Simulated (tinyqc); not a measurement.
Thin-body transistor below threshold, two-dimensional Poisson equation on a small mesh: one step of the calculation.

A thin body on a thick buried insulator of low permittivity, taken as carrying no normal field at the bottom of the body (row 0). Mobile charge is neglected (subthreshold), the body is fully depleted, and potentials are counted from the intrinsic level; rows run upward to the gate, columns from source to drain.

Question. Barrier, swing and barrier lowering. The barrier is read along row 0, the path farthest from the gate. Take the node j of lowest psi: barrier Vbi - psi_j; swing Vt ln 10/(d psi_j/dVg); DIBL = (d psi_j/dVd)/(d psi_j/dVg). The derivatives solve the same equations with s = 0 and a unit change of that voltage.

Values chosen for this exercise: temperature T = 300 K; potential of the source Vbi = 0.48 V.

Constants: q = 1.602176634e-19 C, kB = 1.380649e-23 J/K, Vt = kB T/q. Results are converted to the units shown.

converged psi (V):
```
               j=0          j=1          j=2          j=3          j=4          j=5          j=6
row 0   0.48000000   0.17831674   0.06415440   0.04485763   0.09851872   0.29031290   0.78000000
row 1   0.48000000   0.17028491   0.06009115   0.04173272   0.09260225   0.27755366   0.78000000
row 2   0.48000000   0.14516143   0.04816099   0.03267752   0.07519989   0.23759675   0.78000000
row 3   0.48000000   0.09966395   0.02924781   0.01865335   0.04752868   0.16508725   0.78000000
row 4  -0.01000000  -0.01000000  -0.01000000  -0.01000000  -0.01000000  -0.01000000  -0.01000000
```

d psi/dVg on row 0: j=0 0.00000000, j=1 0.61825809, j=2 0.85728662, j=3 0.91428496, j=4 0.85728662, j=5 0.61825809, j=6 0.00000000
d psi/dVd on row 0: j=0 0.0000000, j=1 0.0042107, j=2 0.0140828, j=3 0.0428575, j=4 0.1286305, j=5 0.3775312, j=6 1.0000000

Give: j; barrier; swing; DIBL.

Answer.

j = 3
barrier = 0.43514 V
swing = 65.107 mV/decade
DIBL = 46.875 mV/V

Program tinyqc, `OMP_NUM_THREADS=1 python tinyqc.py 2480127 2480128 out.jsonl`; Intel Xeon 2.30GHz, shared host, one thread, about 0.1 s.
